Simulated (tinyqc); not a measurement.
Inside a calculation. Method: Pariser-Parr-Pople SCF with singles CI, for the molecule C=CC(C=C)=CC=O (SMILES; centres numbered as the heavy atoms are written). Computed by tinyqc, a small Python program that keeps every step. Settings: charge = 0, gamma = Ohno, start = huckel, damping = 0, iteration cap = 69, excitations kept = 4. Command: `OMP_NUM_THREADS=1 python tinyqc.py 21450 21451 out.jsonl` (the two numbers bound the seeds that draw the settings). One thread of a shared host (Intel(R) Xeon(R) Processor @ 2.60GHz), about 0.02 s of CPU time with the checks. Later iterations appear only in the table of the cycle.

## PPP integrals

Centres (angstrom, eV; a flat drawing with bonds scaled to 1.40 angstrom):

| centre | x | y | core charge z | W | gamma_rr |
|---|---|---|---|---|---|
| 1C | 2.505000 | 1.286000 | 1 | 12.240000 | 10.870000 |
| 2C | 2.063000 | -0.042000 | 1 | 12.240000 | 10.870000 |
| 3C | 0.691000 | -0.323000 | 1 | 12.240000 | 10.870000 |
| 4C | 0.249000 | -1.651000 | 1 | 12.240000 | 10.870000 |
| 5C | -1.123000 | -1.932000 | 1 | 12.240000 | 10.870000 |
| 6C | -0.238000 | 0.725000 | 1 | 12.240000 | 10.870000 |
| 7C | -1.609000 | 0.444000 | 1 | 12.240000 | 10.870000 |
| 8O | -2.538000 | 1.491000 | 1 | 19.470000 | 15.310000 |

Resonance integrals (eV):

| i | j | beta |
|---|---|---|
| 1 | 2 | -2.230000 |
| 2 | 3 | -2.230000 |
| 3 | 4 | -2.230000 |
| 4 | 5 | -2.230000 |
| 3 | 6 | -2.230000 |
| 6 | 7 | -2.230000 |
| 7 | 8 | -2.230000 |

Ohno: gamma = 14.399645/sqrt(R^2 + a^2), a = 2 x 14.399645/(gamma_rr + gamma_ss); H_rr = -W_r - sum_(s != r) z_s gamma_rs; H_rs = beta for bonds.

repulsion gamma_rs (eV), lower triangle:
```
           1C         2C         3C         4C         5C         6C         7C         8O
1C  10.870000
2C   7.472081  10.870000
3C   5.211538   7.469671  10.870000
4C   3.661014   5.211538   7.472081  10.870000
5C   2.864345   3.660163   5.211538   7.469671  10.870000
6C   4.649006   5.210373   7.469671   5.210491   4.648012  10.870000
7C   3.270213   3.660508   5.211943   4.648420   5.210823   7.472429  10.870000
8O   2.787574   2.895643   3.727034   3.316655   3.726770   5.409096   8.088465  15.310000
```

core matrix H (eV), lower triangle:
```
            1C          2C          3C          4C          5C          6C          7C          8O
1C  -42.155771
2C   -2.230000  -47.819978
3C    0.000000   -2.230000  -54.013477
4C    0.000000    0.000000   -2.230000  -49.229870
5C    0.000000    0.000000    0.000000   -2.230000  -45.031322
6C    0.000000    0.000000   -2.230000    0.000000    0.000000  -52.309079
7C    0.000000    0.000000    0.000000    0.000000    0.000000   -2.230000  -49.802802
8O    0.000000    0.000000    0.000000    0.000000    0.000000    0.000000   -2.230000  -49.421238
```

## Starting guess

pi electrons, sum of z_r less the charge = 8

Orbitals of the Hueckel matrix of the beta values.

P at the start, lower triangle:
```
           1C         2C         3C         4C         5C        6C        7C        8O
1C   1.000000
2C   0.890749   1.000000
3C   0.000000   0.435028   1.000000
4C  -0.109251   0.000000   0.435028   1.000000
5C   0.000000  -0.109251   0.000000   0.890749   1.000000
6C  -0.346470   0.000000   0.708139   0.000000  -0.346470  1.000000
7C   0.000000  -0.073359   0.000000  -0.073359   0.000000  0.508387  1.000000
8O   0.273111   0.000000  -0.346470   0.000000   0.273111  0.000000  0.854857  1.000000
```

## Iteration 1: Fock matrix

F_rr = H_rr + P_rr gamma_rr / 2 + sum_(s != r) P_ss gamma_rs; F_rs = H_rs - P_rs gamma_rs / 2; E = tr P (H + F) / 2 + core repulsion sum_(r<s) z_r z_s gamma_rs.

F (eV), lower triangle:
```
           1C         2C         3C         4C         5C         6C         7C          8O
1C  -6.805000
2C  -5.557874  -6.805000
3C   0.000000  -3.854757  -6.805000
4C   0.199985   0.000000  -3.855282  -6.805000
5C   0.000000   0.199939   0.000000  -5.556800  -6.805000
6C   0.805370   0.000000  -4.874781   0.000000   0.805198  -6.805000
7C   0.000000   0.134266   0.000000   0.170502   0.000000  -4.129442  -6.805000
8O  -0.380658   0.000000   0.645652   0.000000  -0.508911   0.000000  -5.687239  -11.815000
```

pi energy = -117.590470 eV

## Iteration 1: orbitals and new P

Diagonalise F (the basis is taken as orthonormal) and form P = 2 sum c c over the lowest orbitals.

orbital energies (eV): -16.321743  -14.906678  -12.562507  -11.316706  -4.295209  -1.047494  -0.725078  1.725415

P after iteration 1, lower triangle:
```
           1C         2C         3C         4C         5C         6C        7C        8O
1C   0.957683
2C   0.910551   1.001144
3C   0.059146   0.399318   0.916784
4C  -0.092704   0.000992   0.404176   1.000861
5C  -0.043350  -0.089355   0.060694   0.907297   0.955569
6C  -0.328683  -0.004795   0.745695  -0.004142  -0.329136   1.020718
7C  -0.103037  -0.056920   0.148264  -0.068570  -0.106460   0.471762  0.712290
8O   0.191012   0.013872  -0.291610   0.011793   0.204026  -0.067436  0.801742  1.434951
```

## Iteration 2: Fock matrix

As before.

F (eV), lower triangle:
```
           1C         2C         3C         4C         5C         6C         7C          8O
1C  -7.216339
2C  -5.631855  -7.580467
3C  -0.154120  -3.721388  -7.418086
4C   0.169695  -0.002585  -3.740017  -7.689827
5C   0.062085   0.163527  -0.158155  -5.618605  -7.372704
6C   0.764025   0.012491  -5.015048   0.010792   0.764913  -7.503996
7C   0.168476   0.104178  -0.386372   0.159372   0.277371  -3.992604  -5.491239
8O  -0.266231  -0.020084   0.543421  -0.019557  -0.380180   0.182384  -5.472429  -11.288043
```

pi energy = -119.072813 eV

## Iteration 2: orbitals and new P

As before.

orbital energies (eV): -16.186910  -14.877855  -13.290422  -11.801929  -4.073555  -1.706854  -0.712983  1.089807

P after iteration 2, lower triangle:
```
           1C         2C         3C         4C         5C         6C        7C        8O
1C   0.930839
2C   0.919404   1.022037
3C   0.066572   0.380290   0.910245
4C  -0.083996  -0.003826   0.386866   1.017850
5C  -0.043147  -0.080151   0.065014   0.915716   0.935226
6C  -0.320794  -0.021525   0.770862  -0.013243  -0.322946   1.045867
7C  -0.099175  -0.049415   0.163366  -0.063089  -0.109769   0.437057  0.632564
8O   0.154340   0.015704  -0.260926   0.015926   0.168558  -0.069339  0.786751  1.505371
```

## Convergence

Stop when output and input P, before any damping, agree to 1e-7.

Course of the cycle:

| iteration | E (eV) | largest \|P(out) - P(in)\| |
|---|---|---|
| 1 | -117.59047021 | 4.35e-01 |
| 2 | -119.07281302 | 7.97e-02 |
| 3 | -119.19060027 | 2.90e-02 |
| 4 | -119.21264905 | 1.16e-02 |
| 5 | -119.21771768 | 4.97e-03 |
| 6 | -119.21898235 | 2.37e-03 |
| 7 | -119.21931004 | 1.22e-03 |
| 8 | -119.21939675 | 6.33e-04 |
| 9 | -119.21942001 | 3.30e-04 |
| 10 | -119.21942632 | 1.74e-04 |
| 11 | -119.21942804 | 9.49e-05 |
| 12 | -119.21942852 | 5.17e-05 |
| 13 | -119.21942865 | 2.81e-05 |
| 14 | -119.21942868 | 1.53e-05 |
| 15 | -119.21942869 | 8.31e-06 |
| 16 | -119.21942870 | 4.51e-06 |
| 17 | -119.21942870 | 2.45e-06 |
| 18 | -119.21942870 | 1.33e-06 |
| 19 | -119.21942870 | 7.22e-07 |
| 20 | -119.21942870 | 3.92e-07 |
| 21 | -119.21942870 | 2.13e-07 |
| 22 | -119.21942870 | 1.15e-07 |
| 23 | -119.21942870 | 6.27e-08 |

Converged in 23 iterations.

## Converged orbitals

Charges are z - P_rr.

orbital energies (eV): -16.158719  -14.741206  -13.414473  -11.932352  -3.963975  -1.760275  -0.748603  1.036765

coefficients:
```
         MO1        MO2        MO3        MO4        MO5        MO6        MO7        MO8
1C  0.200780  -0.186083   0.479915  -0.386688  -0.406027  -0.493179  -0.315719   0.193528
2C  0.361741  -0.243662   0.514130  -0.256075   0.139520   0.458469   0.360936  -0.346314
3C  0.556252  -0.180854   0.032695   0.320184   0.464172   0.035101  -0.199352   0.545765
4C  0.379001  -0.279227  -0.502048  -0.197932   0.161770  -0.519174   0.283560  -0.333233
5C  0.216480  -0.221652  -0.499555  -0.347020  -0.423720   0.520815  -0.220877   0.185619
6C  0.422255   0.137627   0.026597   0.585119  -0.420599   0.014017  -0.255528  -0.466148
7C  0.279991   0.460320  -0.005369   0.032326  -0.356769  -0.058643   0.650531   0.393348
8O  0.268728   0.717886  -0.044033  -0.423521   0.300541   0.030402  -0.335599  -0.165044
```

pi charges: 1C 0.090429, 2C -0.040265, 3C 0.108577, 4C -0.025677, 5C 0.068056, 6C -0.080624, 7C 0.417274, 8O -0.537769

## Singles CI, singlets

Over the 4 single excitations with the smallest orbital gaps: A = (e_a - e_i) delta + 2 (ia|jb) - (ij|ab), with (pq|rs) = sum c_mp c_mq gamma_mn c_nr c_ns. f = 2/3 w |mu|^2 in atomic units, mu = sqrt2 sum c_ia sum_m c_mi c_ma R_m.

singlet CI matrix (eV), lower triangle:
```
           4>5        3>5        4>6       2>5
4>5   3.657353
3>5  -0.109553   4.913394
4>6   0.023295   0.132589   5.646513
2>5  -0.234503  -0.118772  -0.057237  6.357234
```

singlet excitation energies (eV): 3.625578  4.895343  5.661624  6.391951

oscillator strengths: 0.344236  0.700002  0.251074  0.238819

## Singles CI, triplets

Over the 4 single excitations with the smallest orbital gaps: A = (e_a - e_i) delta - (ij|ab), with (pq|rs) = sum c_mp c_mq gamma_mn c_nr c_ns.

triplet CI matrix (eV), lower triangle:
```
           4>5        3>5       4>6       2>5
4>5   1.920461
3>5  -0.145034   3.929865
4>6  -0.081052   0.972213  4.876040
2>5  -0.057866  -0.078468  0.014923  5.070342
```

triplet excitation energies (eV): 1.908735  3.323386  5.072777  5.491810
